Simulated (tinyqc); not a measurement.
# From E(q) back to exchange J2

Model: Heisenberg magnet: exchange from energy differences, ordering vector, linear spin waves and ordering temperature. Computed by tinyqc, a small Python program. Command: `OMP_NUM_THREADS=1 python tinyqc.py 3025444 3025445 out.jsonl magnon inv`. One thread of a shared host (Intel(R) Xeon(R) Processor @ 2.30GHz), about 0.9 s of CPU time with the checks.

H = -sum over pairs <ij> J_ij S_i.S_j - K sum_i (S_i^z)^2, each pair once, J > 0 ferromagnetic. First neighbours: 8 at a (0.5, 0.5, 0.5), second: 6 at a (1, 0, 0), with all permutations and signs.

Inputs (values chosen for the exercise, for a model magnet): exchange J1 = 3.09 meV; spin S = 1.5; single-ion anisotropy K = 0.0075 meV.

Lattice: bcc. Order: ferromagnetic.

wave vector q (2 pi/a): 0.42  0.17  0.23

Constants: h x 1 THz = 4.135667696 meV.

Method. J(q) = J1 g1(q) + J2 g2(q), g_s(q) = sum over shell s of cos(q.R). g_s(q) = sum over shell s of cos(q.R), z1 = g1(0). E(q) = S [J(0) - J(q)] + (2S - 1) K, J(q) = J1 g1 + J2 g2. The factor 2S - 1 removes the anisotropy for S = 1/2.

Task: A run gave the result below. Find the exchange J2, known to lie between 0.15 and 0.23 meV.

E(q) = 32.77611 meV

Result:

Each step takes the trial c = (a f_b - b f_a)/(f_b - f_a), f being the result less the target and a, b, c the logarithms of the listed values; c replaces end b, the old b replaces a if the sign of f changed, and otherwise f_a is halved.

Scan of the range:
```
exchange J2 (meV)  E(q) (meV)
0.150                 32.6123
0.161                 32.7202
0.173                 32.8379
0.186                 32.9654
0.199                 33.0929
0.214                 33.2400
0.230                 33.3969
```

False position (Illinois rule, in the logarithm of the input) inside the bracket:
```
step     end a     end b     trial  E(q) (meV)
1     0.161000  0.173000  0.166593     32.7751
2     0.173000  0.166593  0.166698     32.7761
3     0.173000  0.166698  0.166702     32.7761
4     0.166698  0.166702  0.166700     32.7761
```

E(q) rises at every point of a 13-point scan of the range (every second point is shown), so one value fits; it is bracketed by 0.161 and 0.173. The scan shows a straight line, so linear interpolation between any two rows gives the answer at once. Answer: exchange J2 = 0.1667 meV.
